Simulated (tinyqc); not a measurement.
## Hexagonal on-chip spiral inductor, lumped pi model: effect of the substrate resistivity

Outer diameter do = di + 2 n wd + 2 (n - 1) sp, mean da = (do + di)/2, fill p = (do - di)/(do + di), length l = 3.464 n da. L = 2.33 mu0 n^2 da/(1 + 3.82 p), mu0 = 4 pi 1e-7 H/m. Rs = rho l/(wd delta (1 - exp(-th/delta))), delta = sqrt(rho/(pi f mu0)). Cs = n wd^2 eps0 eo/hu across the coil. At each end Cox = l wd eps0 eo/(2 ho) leads to the substrate branch Rsi = 2 rs he/(l wd) in parallel with Csi = l wd eps0 11.7/(2 he). With one end grounded Y = 1/(Rs + i w L) + i w Cs + 1/[1/(i w Cox) + 1/(1/Rsi + i w Csi)], w = 2 pi f; Q = -Im Y/Re Y. Eddy currents in neighbouring turns and in the substrate are left out.

Peak Q and its frequency from a search over f; self-resonance where Im Y = 0; Q at the given f (negative beyond resonance).

Parameters, values chosen for the exercise; values of the order met in silicon radio-frequency processes: number of turns n = 2.5; line width wd = 10 um; space between turns sp = 1.5 um; inner diameter di = 80 um; metal thickness th = 2 um; metal resistivity rho = 1.9 uohm cm; oxide below the coil ho = 8.2 um; oxide between coil and underpass hu = 0.6 um; relative permittivity of the oxide eo = 3; effective spreading depth in the substrate he = 30 um; frequency f = 2.4 GHz.

Constants: eps0 = 8.8541878128e-12 F/m. Results are converted to the units shown.

The same in every row: L (nH) = 0.9960; do (um) = 134.5.

Effect of the substrate resistivity:
```
rs (ohm cm)  peak Q  f of the peak (GHz)  self-resonance (GHz)  Q at f
0.1           21.88                13.63                 31.21   9.062
1             19.30                10.57                 31.82   9.058
3             17.37                8.842                 34.36   9.050
10            16.22                8.687                 36.43   9.025
30            18.80                12.33                 36.71   9.001
100           22.16                15.15                 36.74   9.035
1000          24.33                16.79                 36.74   9.073
10000         24.59                16.98                 36.74   9.077
```

Read the table: what changes, and by how much?

As rs goes from 0.1 to 10000, L stays at 0.996 nH, the peak Q goes from 21.9 through a minimum of 16.2 (at rs = 10 among the rows listed) to 24.6, its frequency goes from 13.6 through a minimum of 8.69 (at rs = 10 among the rows listed) to 17.0 GHz and the self-resonance rises from 31.2 to 36.7 GHz. In this model both a very low and a very high resistivity dissipate little: the first shorts the branch to a pure Cox, the second blocks the current. For rs = 0.1, 1 eddy currents in the substrate, left out, would lower Q markedly.

Program tinyqc, `OMP_NUM_THREADS=1 python tinyqc.py 2302016 2302017 out.jsonl`; Intel Xeon 2.30GHz, shared host, one thread, about 0.01 s.
